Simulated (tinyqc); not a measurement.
## Thermophotovoltaic cell, detailed-balance limit: effect of the cell temperature

Every photon above the gap Eg makes one pair and none below is absorbed; carriers thermalise at T and move without loss. Jsc = q F Phi(Eg, Ts); the dark current is J0 = q ge Phi(Eg, T)/ERE with the Boltzmann factor exp(V/Vt). Photons below the gap return to the emitter with reflectance Rf, and the efficiency is the electrical power over the radiant power not returned (luminescence back to the emitter is not credited).

Photon flux above E from a black body at temperature T into a hemisphere: Phi(E, T) = A sum_k exp(-k E/th)[E^2 th/k + 2 E th^2/k^2 + 2 th^3/k^3], k = 1, 2, ..., with th = kB T/q in eV and A = 2 pi q^3/(h^3 c^2). J(V) = Jsc - J0 (exp(V/Vt) - 1); Voc = Vt ln(1 + Jsc/J0); at maximum power v = Vmp/Vt solves (1 + v) exp(v) = 1 + Jsc/J0. Pin = F sigma Ts^4, sigma = 2 pi^5 kB^4/(15 h^3 c^2). Power above the gap: Pg = F A q sum_k exp(-k Eg/th)[Eg^3 a + 3 Eg^2 a^2 + 6 Eg a^3 + 6 a^4], a = th/k at Ts; power not returned Pab = Pin - Rf (Pin - Pg). FF = Vmp Jmp/(Voc Jsc).

Values chosen for this exercise: emitter temperature Ts = 1400 K; share of the hemisphere filled by the emitter F = 0.62; reflectance for photons below the gap Rf = 0.8; external radiative efficiency ERE = 0.1; number of faces that emit ge = 1; band gap Eg = 0.53 eV.

Constants: q = 1.602176634e-19 C, kB = 1.380649e-23 J/K, h = 6.62607015e-34 J s, c = 299792458 m/s, Vt = kB T/q. Results are converted to the units shown.

The same in every row: Jsc (mA/cm^2) = 6444.

Result of one run:

| Voc (V) | Eg/q - Voc (V) | FF | efficiency (%) |
|---|---|---|---|
| 0.4044 | 0.1256 | 0.7825 | 32.28 |

Which cell temperature T gave this result: 280, 320, 440 or 480 K?

T = 280 K.

The whole series:

| T (K) | Voc (V) | Eg/q - Voc (V) | FF | efficiency (%) |
|---|---|---|---|---|
| 200 | 0.4465 | 0.08348 | 0.8408 | 38.30 |
| 240 | 0.4258 | 0.1042 | 0.8119 | 35.26 |
| 280 | 0.4044 | 0.1256 | 0.7825 | 32.28 |
| 320 | 0.3824 | 0.1476 | 0.7524 | 29.35 |
| 360 | 0.3599 | 0.1701 | 0.7214 | 26.48 |
| 400 | 0.3369 | 0.1931 | 0.6892 | 23.69 |
| 440 | 0.3135 | 0.2165 | 0.6557 | 20.97 |
| 480 | 0.2897 | 0.2403 | 0.6208 | 18.35 |

As T goes from 200 to 480 K, Jsc stays at 6440 mA/cm^2, Voc falls from 0.447 to 0.290 V and the efficiency falls from 38.3 to 18.3 %. Voc changes by -0.560 mV/K on average with Eg fixed, and the efficiency by -0.26 % of itself per kelvin. In every row Voc lies within 6 Vt of the gap, where the Boltzmann form of the emission begins to fail.

Computed by the program tinyqc: `OMP_NUM_THREADS=1 python tinyqc.py 2820037 2820038 out.jsonl`, one thread of a shared Intel Xeon 2.30GHz, about 0.01 s for the whole run.
